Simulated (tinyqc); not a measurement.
Phonon transmission through an interface between two chains by Green functions: one step, computed by the program tinyqc.

Two semi-infinite chains (masses m_1, m_2; springs k_1, k_2), motion along the chain. The central region holds the end atom of each chain and one interlayer atom of mass m_b, joined by springs k_b. lambda = omega^2 in eV/(angstrom^2 u); nu = 15.6333042 THz x sqrt(lambda).

Problem. Band tops and impedances. nu_max = 15.6333042 THz x 2 sqrt(k/m); impedance Z = sqrt(k m); long-wave transmission 4 Z_1 Z_2/(Z_1 + Z_2)^2; the probe frequency is the given share of the lower band top.

Inputs (values chosen for the exercise, for two model chains):

| quantity | value | unit |
|---|---|---|
| mass m_1 | 70.6 | u |
| spring k_1 | 8.15 | eV/angstrom^2 |
| mass m_2 | 270 | u |
| spring k_2 | 6.15 | eV/angstrom^2 |
| probe frequency / lower band top | 0.83 | - |

Atoms in the interlayer: one.

Constants: nu for 1 eV/(angstrom^2 u) = 15.6333042 THz.

Give: band top of chain 1; band top of chain 2; Z_1; Z_2; long-wave transmission; probe frequency.

Solution.

band top of chain 1 = 10.623 THz

band top of chain 2 = 4.7189 THz

Z_1 = 23.987 sqrt(eV u)/angstrom

Z_2 = 40.749 sqrt(eV u)/angstrom

long-wave transmission = 0.93296

probe frequency = 3.9166 THz
